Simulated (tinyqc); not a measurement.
Empirical pseudopotential in a few plane waves, step by step. One step of it, computed by the program tinyqc.

Problem. Bloch Hamiltonian at G. Basis: the 15 shortest G (labels in 2 pi/a), the same at every k. H(G,G') = c |k + G|^2 delta + VS(|G-G'|^2) cos((G-G').tau) + i VA sin((G-G').tau), tau = a/8 (1,1,1); 1 Ry = 13.605693 eV.

Parameters chosen for this model: fcc lattice, atoms at +/- a/8 (1,1,1); form factors in rydberg at |G|^2 in units of (2 pi/a)^2:
```
parameter,value,unit
a,5.450000,angstrom
VS(3),-0.222000,Ry
VS(8),0.033000,Ry
VS(11),0.052000,Ry
VA(3),0.076000,Ry
VA(4),0.026000,Ry
VA(11),0.020000,Ry
hbar^2/2m (2 pi/a)^2,5.063953,eV
```

k point G (2 pi / a): 0  0  0

Give: H(k) at G.

Solution.

H(k) at G (eV), lower triangle (Hermitian):
```
,+0+0+0,-1-1-1,-1-1+1,-1+1-1,-1+1+1,+1-1-1,+1-1+1,+1+1-1,+1+1+1,-2+0+0,+0-2+0,+0+0-2,+0+0+2,+0+2+0,+2+0+0
+0+0+0,0.0000
-1-1-1,2.1358-0.7312i,15.1919
-1-1+1,-2.1358-0.7312i,0.0000+0.3537i,15.1919
-1+1-1,-2.1358-0.7312i,0.0000+0.3537i,0.4490,15.1919
-1+1+1,-2.1358+0.7312i,-0.4490,0.0000+0.3537i,0.0000+0.3537i,15.1919
+1-1-1,-2.1358-0.7312i,0.0000+0.3537i,0.4490,0.4490,0.0000,15.1919
+1-1+1,-2.1358+0.7312i,-0.4490,0.0000+0.3537i,0.0000,0.4490,0.0000+0.3537i,15.1919
+1+1-1,-2.1358+0.7312i,-0.4490,0.0000,0.0000+0.3537i,0.4490,0.0000+0.3537i,0.4490,15.1919
+1+1+1,2.1358+0.7312i,0.0000,-0.4490,-0.4490,0.0000+0.3537i,-0.4490,0.0000+0.3537i,0.0000+0.3537i,15.1919
-2+0+0,0.0000-0.3537i,-2.1358+0.7312i,-2.1358-0.7312i,-2.1358-0.7312i,2.1358-0.7312i,0.5003-0.1924i,-0.5003-0.1924i,-0.5003-0.1924i,-0.5003+0.1924i,20.2558
+0-2+0,0.0000-0.3537i,-2.1358+0.7312i,-2.1358-0.7312i,0.5003-0.1924i,-0.5003-0.1924i,-2.1358-0.7312i,2.1358-0.7312i,-0.5003-0.1924i,-0.5003+0.1924i,0.4490,20.2558
+0+0-2,0.0000-0.3537i,-2.1358+0.7312i,0.5003-0.1924i,-2.1358-0.7312i,-0.5003-0.1924i,-2.1358-0.7312i,-0.5003-0.1924i,2.1358-0.7312i,-0.5003+0.1924i,0.4490,0.4490,20.2558
+0+0+2,0.0000+0.3537i,-0.5003-0.1924i,2.1358+0.7312i,-0.5003+0.1924i,-2.1358+0.7312i,-0.5003+0.1924i,-2.1358+0.7312i,0.5003+0.1924i,-2.1358-0.7312i,-0.4490,-0.4490,0.0000,20.2558
+0+2+0,0.0000+0.3537i,-0.5003-0.1924i,-0.5003+0.1924i,2.1358+0.7312i,-2.1358+0.7312i,-0.5003+0.1924i,0.5003+0.1924i,-2.1358+0.7312i,-2.1358-0.7312i,-0.4490,0.0000,-0.4490,0.4490,20.2558
+2+0+0,0.0000+0.3537i,-0.5003-0.1924i,-0.5003+0.1924i,-0.5003+0.1924i,0.5003+0.1924i,2.1358+0.7312i,-2.1358+0.7312i,-2.1358+0.7312i,-2.1358-0.7312i,0.0000,-0.4490,-0.4490,0.4490,0.4490,20.2558
```
